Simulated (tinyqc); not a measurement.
# Worked calculation: depletion-mode phase shifter in a rib waveguide and its Mach-Zehnder modulator

Computed by the program tinyqc: `OMP_NUM_THREADS=1 python tinyqc.py 2650044 2650045 out.jsonl`, one thread of a shared Intel Xeon 2.30GHz, about 0.01 s for the whole run. Printed values are rounded.

A lateral p-n junction at x0 in a waveguide whose mode intensity is a Gaussian of rms width s about x = 0; p side at smaller x. Reverse bias removes carriers and raises the index. Abrupt junction, doping uniform over the whole mode, lumped electrode (no travelling-wave effects).

Values chosen for this exercise; values close to those of silicon near 1550 nm:
- lam = 1565 nm (wavelength)
- eps_r = 11.7 (relative permittivity of the semiconductor)
- Na = 2.3e17 cm^-3 (acceptor density)
- Nd = 7.1e17 cm^-3 (donor density)
- Vb = 0.93 V (built-in voltage)
- s = 130 nm (rms width of the lateral mode intensity)
- x0 = 30 nm (junction offset towards the n side)
- G = 0.77 (vertical confinement times ng/n)
- hr = 220 nm (rib height)
- Cf = 52 pF/m (fringe capacitance)
- Rs = 14.9 ohm mm (series resistance)
- L = 5 mm (length of the phase shifter)
- V = 1 V (reverse bias)
- a0 = 1.7 dB/cm (passive loss)

Constants: q = 1.602176634e-19 C, eps0 = 8.8541878128e-14 F/cm where lengths are in cm. Results are converted to the units shown.

## Index and absorption of the doped regions

Free-carrier changes (empirical, N and P in cm^-3): |dn| = 8.5e-18 P^0.8 for holes, 8.8e-22 N for electrons; absorption 6e-18 P and 8.5e-18 N in 1/cm.

dn_h = 6.58872e-4
dn_e = 0.0006248
a_h = 1.38 1/cm
a_e = 6.035 1/cm

Index change per unit absorption: holes 4.77 um, electrons 1.04 um, a ratio of 4.61.

## Depletion edges and mode overlap

W = sqrt(2 eps0 eps_r (Vb + V)(1/Na + 1/Nd)/q); edges xp = x0 - W Nd/(Na + Nd), xn = x0 + W Na/(Na + Nd); F(x) = [1 + erf(x/(sqrt(2) s))]/2.

W at 0 and at V (nm): [83.2031, 119.861]

```
edge,edge (nm),F
xp(0),-32.8449,0.400268
xn(0),50.3582,0.650759
xp(V),-60.5330,0.320737
xn(V),59.3276,0.675937
```

## Index shift, efficiency, loss and bandwidth

dneff = G {dn_h [F(xp(0)) - F(xp(V))] + dn_e [F(xn(V)) - F(xn(0))]}; VpiL = lam V/(2 dneff); loss = a0 + 4.343 G {a_h F(xp) + a_e [1 - F(xn)]} dB/cm at V; C = eps0 eps_r hr/W + Cf; fRC = 1/(2 pi Rs C).

dneff = 5.24615e-5
VpiL = 1.49157 V cm
loss = 9.72031 dB/cm
C = 242.143 pF/m
fRC = 44.1125 GHz

The product VpiL x loss is 14.5 V dB.

## Mach-Zehnder modulator

One arm driven from 0 to V: phase 2 pi dneff L/lam; biased at quadrature the output swings between [1 -+ sin(phase/2)]/2; extinction ratio in dB; insertion loss = loss x L.

phase = 0.335217 pi
extinction ratio = 4.80092 dB
insertion loss = 4.86016 dB
